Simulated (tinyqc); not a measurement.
Hubbard chain of 2 sites, step by step. One step of it, computed by the program tinyqc.

Question. The many-body Hamiltonian. Basis: all placements (u, d, 2, 0 on each site), up operators ordered before down ones; hops carry the sign of the same-spin electrons passed.

one-body matrix (hopping and site energies) (eV), order 1, 2:
```
[[0.470000, -1.190000],
 [-1.190000, -0.530000]]
```

U = 9.700000 eV

electrons, up and down: [1, 1]

Give: H.

Answer.

H (eV), order 20, ud, du, 02:
```
[[10.640, -1.190, -1.190, 0.000],
 [-1.190, -0.060, 0.000, -1.190],
 [-1.190, 0.000, -0.060, -1.190],
 [0.000, -1.190, -1.190, 8.640]]
```
